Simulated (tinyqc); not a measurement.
# Single-electron transistor, orthodox theory and master equation: two studies

A metal island with n extra electrons joins the left lead (voltage V) and the right lead (0 V) by tunnel junctions and couples to a gate. Cs = CL + CR + Cg. Adding electron n + 1 costs mu(n) = [q (n + 1/2) - CL V - Cg Vg]/Cs (in volts); the Fermi levels are -V (left) and 0 (right). A jump that gains the energy W has the rate G(W) = (W/q)/(R [1 - exp(-W/Vt)]), W in volts, Vt = kB T/q. Sequential tunnelling only; I > 0 flows from left to right.

Values chosen for this exercise:
- CL = 4.2 aF (capacitance of the left junction)
- CR = 7.4 aF (capacitance of the right junction)
- Cg = 3.7 aF (gate capacitance)
- RL = 800 kohm (resistance of the left junction)
- RR = 16000 kohm (resistance of the right junction)
- T = 2.8 K (temperature)
- Vg = 11 mV (gate voltage)

Constants: q = 1.602176634e-19 C, kB = 1.380649e-23 J/K, Vt = kB T/q. Results are converted to the units shown.

Each table varies one quantity; the others keep the values above.

## The Coulomb oscillation

Here V = 2.3 mV. Onto the island: from the left W = -V - mu(n), from the right W = -mu(n); off the island (n + 1 to n): to the left W = mu(n) + V, to the right W = mu(n). Steady state: p(n + 1)/p(n) = (sum of on rates)/(sum of off rates), normalised. I = q sum_n [p(n + 1) (off to left) - p(n) (on from left)]. Enough charge states are kept that the digits shown do not change.

The Coulomb oscillation:
```
Vg (mV)    I (nA)  mean n
0        1.300e-7   0.000
4.33     8.730e-8   0.000
8.66     4.636e-6   0.000
13       2.108e-4   0.000
17.3     0.005510   0.002
21.7      0.04222   0.021
26        0.08747   0.169
30.3      0.02048   0.880
34.6     4.843e-4   0.998
39       7.793e-6   1.000
43.3     1.303e-7   1.000
47.6     8.484e-8   1.000
52       4.798e-6   1.000
56.3     2.104e-4   1.000
```

What does the comparison show?

I is largest, 0.0875 nA, at Vg = 26 mV and smallest, 8.48e-8 nA, at 47.6 mV among the rows; the pattern repeats every q/Cg = 43.3 mV. At zero temperature current flows while mu(0) lies between -V and 0, for Vg from 19.0 to 28.6 mV; the mean n moves from 0.00 to 1.00 over the table.

## Current against bias

Same model as above.

Current against bias:
```
V (mV)    I (nA)  mean n  states above 1 %  I (RL + RR)/V
1.05    1.042e-5   0.000                 1       1.666e-4
4.89    4.626e-4   0.000                 1       0.001589
8.73     0.01087   0.000                 1        0.02092
12.6      0.5036  -0.683                 2         0.6715
16.4      0.6865  -0.864                 2         0.7032
20.2      0.7803  -0.908                 2         0.6489
24.1      0.8673  -0.939                 2         0.6046
27.9       1.332  -1.549                 3         0.8019
31.8       1.533  -1.754                 3         0.8098
35.6       1.645  -1.827                 2         0.7765
39.4       1.770  -1.918                 3         0.7549
43.3       2.203  -2.477                 3         0.8548
47.1       2.394  -2.669                 3         0.8539
```

What does the comparison show?

At zero temperature the blockade would end at V = 9.38 mV. The ratio I (RL + RR)/V moves up and down between 1.67e-4 and 0.855. Over the second half of the table the slope between rows varies from 0.497 to 2.05 times 1/(RL + RR): a Coulomb staircase, which a rerun with equal junctions shows much less.

Range of the model: Cotunnelling, which dominates deep in the blockade, is left out.

tinyqc, about 0.01 s, one thread, Intel Xeon 2.30GHz (shared host): `OMP_NUM_THREADS=1 python tinyqc.py 2780009 2780010 out.jsonl`
